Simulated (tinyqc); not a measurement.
Worked calculation: six-band hole subbands of a thin body in a field. Values are carried at full precision from step to step, so a last printed digit may differ when a step is redone from the rounded ones.

Constants: hbar^2/2m0 = 3.80998211 eV angstrom^2.

Values chosen for the exercise (near those of a p-type Si channel; shifted at random, so the results belong to these values and not to a real crystal):
- S = (7.74, -2.15, 12.46) 1/TPa (compliances s11, s12, s44)
- sx = -1.5 GPa (stress along the channel [1-10], negative in compression)
- b = -2.12 eV (tetragonal potential)
- d = -4.75 eV (trigonal potential)
- g1 = 4.28 (Luttinger gamma1)
- g2 = 0.34 (gamma2)
- g3 = 1.44 (gamma3)
- face = 001 (surface)
- Dso = 0.045 eV (spin-orbit splitting)
- t = 65 angstrom (body thickness)
- F = 0.8 MV/cm (field across the body)
- kmax = 0.08 1/angstrom (end of the path)

## Strain and its block

exx = eyy = (s11 + s12) sx/2, ezz = s12 sx, exy = -s44 sx/4 (1 GPa/TPa = 1e-3). With e0 the traceless part, B_XX = 2b e0xx - b (e0yy + e0zz) and B_XY = sqrt(3) d exy.

strain:
```
           x          y         z
x  -0.004193   0.004672         0
y   0.004672  -0.004193         0
z          0          0  0.003225
```

B (eV):
```
          X         Y         Z
X   0.01573  -0.03844         0
Y  -0.03844   0.01573         0
Z         0         0  -0.03145
```

## Confinement masses without spin-orbit coupling

C(n n^T)/c has C_XX = (g1 + 4 g2) nx^2 + (g1 - 2 g2)(ny^2 + nz^2) and C_XY = 6 g3 nx ny, n the unit normal; its eigenvalues are the inverse masses along n.

C(n n^T)/c:
```
        X       Y       Z
X  3.6000       0       0
Y       0  3.6000       0
Z       0       0  5.6400
```

masses (m0): 0.2778  0.2778  0.1773

## The matrix for one sine at q = 0

Basis X, Y, Z times spin, hole energies counted downwards from the unstrained edge (the hydrostatic shift is left out), c = hbar^2/2m0. For a symmetric tensor T let C(T) have C_XX = L Txx + M (Tyy + Tzz), C_XY = N Txy (cyclic), L = c (g1 + 4 g2), M = c (g1 - 2 g2), N = 6 c g3. k = q + kz n, n the unit normal, q = k1 u + k2 v with u along the channel [1-10] and v = n x u. H = C(k k^T) + (Dso/3)(1 - L.sigma) - B + e F z with (L_k)_ij = -i epsilon_kij; B is the block C built from the traceless strain with 2b, -b and sqrt(3) d in place of L, M, N. Strain: exx = eyy = (s11 + s12) sx/2, ezz = s12 sx, exy = -s44 sx/4. Hard walls at z = 0 and t; basis sin(j pi z/t), j = 1 to Nz: kz^2 = (j pi/t)^2, kz = -i D with D_jl = 4 j l/(t (j^2 - l^2)), z_jj = t/2 and z_jl = -8 t j l/(pi (j^2 - l^2))^2 for j + l odd; 1 MV/cm = 0.01 eV/angstrom.

Nz = 1, in meV.

H (meV):
```
              X+            Y+      Z+            X-            Y-      Z-
X+        291.32  38.44+15.00i       0             0             0  -15.00
Y+  38.44-15.00i        291.32       0             0             0  15.00i
Z+             0             0  356.65         15.00       -15.00i       0
X-             0             0   15.00        291.32  38.44-15.00i       0
Y-             0             0  15.00i  38.44+15.00i        291.32       0
Z-        -15.00       -15.00i       0             0             0  356.65
```

## Its levels

Diagonalise; the levels come in pairs. Give each pair and its weights on X, Y, Z, summed over spin and averaged over the pair.

levels (meV): 248.68  323.77  366.83

weights:
```
   pair 1  pair 2  pair 3
X   0.494   0.400   0.107
Y   0.494   0.400   0.107
Z   0.013   0.201   0.786
```

## More sines

The four lowest pairs at q = 0.

Hole energies (meV):
```
Nz  pair 1  pair 2  pair 3  pair 4
1   248.68  323.77  366.83       -
2   191.61  268.61  319.69  402.44
4   180.91  258.59  313.75  352.06
8   180.75  258.44  313.68  351.44
16  180.75  258.44  313.68  351.44
```

One sine is 67.93 meV off in the top subband, since the field mixes the sines. The second pair lies 77.7 meV deeper.

## Dispersion of the top subband

Nz = 14; the two lowest levels (spin-split where the field breaks inversion), in meV from their value at q = 0.

Energies (meV):
```
|q| (1/angstrom)    u a    u b   v a   v b  [100] a  [100] b
0.020              8.63  10.01  0.57  0.78     4.55     5.55
0.040             33.91  36.66  2.36  2.68    18.66    20.85
0.060             67.47  68.32  5.15  5.45    40.50    44.41
0.080             79.76  81.92  8.86  9.08    65.73    72.30
```

From the mean of each pair in the first row, c q^2/E gives 0.16 m0 along u, 2.25 m0 along v and 0.30 m0 along [100]. The largest distance between a and b in the table is 6.56 meV. These masses hold for the first row only: the band bends further out.

## Checks

- Top level at q = 0 on (001) without field and stress against c (g1 - 2 g2)(pi/t)^2, eV: both 0.03204.
- Hermiticity, and E(q) against E(-q): they agree to 1e-10 or better.

(tinyqc, `OMP_NUM_THREADS=1 python tinyqc.py 1282047 1282048 out.jsonl`, Intel(R) Xeon(R) Processor @ 2.30GHz, 1 thread, shared host, about 0.5 s.)
